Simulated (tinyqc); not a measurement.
Inside a calculation. Model: capacitance of parallel on-chip lines from Laplace's equation on a mesh.

Computed by the program tinyqc: `OMP_NUM_THREADS=1 python tinyqc.py 2790228 2790229 out.jsonl`, one thread of a shared Intel Xeon 2.30GHz, about 1 s for the whole run. Printed values are rounded.

Cross-section of an endless row of equal lines between two grounded planes; neighbours are driven in antiphase (+1 V and -1 V), so the plane midway between two lines is at 0 V. By symmetry one quarter is solved: x runs from the centre of a line (column 0, mirror) to that midplane (column 4, 0 V), y from the mid-height of the line (row 0, mirror) to the ground plane (row 5, 0 V). The line fills columns 0 to 1 and rows 0 to 2 at 1 V. Cells beside the line (below row 2) have e2, cells above have e1. Each link between nodes has the conductance g = mean permittivity of the two cells beside it (a cell beyond a mirror counts as 0), and the free nodes obey sum g (V_neighbour - V) = 0.

Parameters, values chosen for the exercise: relative permittivity above and below the lines e1 = 4.2; relative permittivity between the lines e2 = 2.7; over-relaxation factor om = 1.

Constants: eps0 = 8.8541878128e-12 F/m. Results are converted to the units shown.

## Link conductances

gx[j, i] joins node (row j, column i) to column i + 1, gy[j, i] to row j + 1.

gx:
```
       col 0  col 1  col 2  col 3
row 0   1.35   1.35   1.35   1.35
row 1    2.7    2.7    2.7    2.7
row 2   3.45   3.45   3.45   3.45
row 3    4.2    4.2    4.2    4.2
row 4    4.2    4.2    4.2    4.2
row 5    2.1    2.1    2.1    2.1
```

gy:
```
       col 0  col 1  col 2  col 3  col 4
row 0   1.35    2.7    2.7    2.7   1.35
row 1   1.35    2.7    2.7    2.7   1.35
row 2    2.1    4.2    4.2    4.2    2.1
row 3    2.1    4.2    4.2    4.2    2.1
row 4    2.1    4.2    4.2    4.2    2.1
```

## Iteration 1: relaxation sweep

V at the start (V):
```
       col 0  col 1  col 2  col 3  col 4
row 0      1      1      0      0      0
row 1      1      1      0      0      0
row 2      1      1      0      0      0
row 3      0      0      0      0      0
row 4      0      0      0      0      0
row 5      0      0      0      0      0
```

One sweep visits the free nodes row by row from row 0, left to right, and replaces V by V + om (weighted mean of the neighbours - V), using new values at once.

V after sweep 1 (V):
```
          col 0     col 1     col 2     col 3     col 4
row 0  1.000000  1.000000  0.250000  0.062500  0.000000
row 1  1.000000  1.000000  0.312500  0.093750  0.000000
row 2  1.000000  1.000000  0.311141  0.096128  0.000000
row 3  0.250000  0.312500  0.155910  0.063010  0.000000
row 4  0.062500  0.093750  0.062415  0.031356  0.000000
row 5  0.000000  0.000000  0.000000  0.000000  0.000000
```

## Iteration 2: relaxation sweep

As before.

V after sweep 2 (V):
```
          col 0     col 1     col 2     col 3     col 4
row 0  1.000000  1.000000  0.421875  0.152344  0.000000
row 1  1.000000  1.000000  0.456692  0.176291  0.000000
row 2  1.000000  1.000000  0.410836  0.156377  0.000000
row 3  0.421875  0.417884  0.238536  0.106567  0.000000
row 4  0.152344  0.158161  0.107013  0.053395  0.000000
row 5  0.000000  0.000000  0.000000  0.000000  0.000000
```

## Course of the relaxation

Stop when no node changes by 1e-7 V. C = 4 eps0 sum g (difference of V along the link)^2, in aF/um.

Course of the iteration:
```
sweep  C (aF/um)  largest change (V)
1       280.6842               0.312
2       229.3705               0.172
3       214.4955              0.0946
4       209.6673              0.0508
5       208.0403              0.0284
6       207.4840              0.0162
7       207.2926             9.41e-3
8       207.2266             5.49e-3
9       207.2038             3.21e-3
...          ...                 ...
21      207.1917             5.46e-6
22      207.1917             3.21e-6
23      207.1917             1.89e-6
24      207.1917             1.11e-6
25      207.1917             6.54e-7
26      207.1917             3.85e-7
27      207.1917             2.26e-7
28      207.1917             1.33e-7
29      207.1917             7.84e-8
```

Converged in 29 sweeps. Over the last four sweeps the change shrinks by about 0.59 a sweep. C comes down from above, since the solution minimises the energy.

## Capacitance per length

converged V (V):
```
          col 0     col 1     col 2     col 3     col 4
row 0  1.000000  1.000000  0.634557  0.304434  0.000000
row 1  1.000000  1.000000  0.616897  0.291589  0.000000
row 2  1.000000  1.000000  0.541443  0.245024  0.000000
row 3  0.593641  0.550713  0.359752  0.172872  0.000000
row 4  0.273140  0.249458  0.173981  0.086713  0.000000
row 5  0.000000  0.000000  0.000000  0.000000  0.000000
```

C = 4 eps0 sum g (difference of V)^2 over all links (twice the energy of the four quarters, line at 1 V). Plate estimate without fringing: eps0 [2 e1 w/hd + 2 e2 t/(s/2)], w = 2 hx, t = 4 hx, s/2 = 3 hx, hd = 3 hx.

C = 207.1917 aF/um
plate estimate = 113.3336 aF/um

C depends on the shape only, not on the mesh step hx. Meshes 6, 12 and 24 times finer extrapolate (Aitken) to 192.6 aF/um; this mesh is 7.6 % above that, and the plate estimate is 41 % below it.
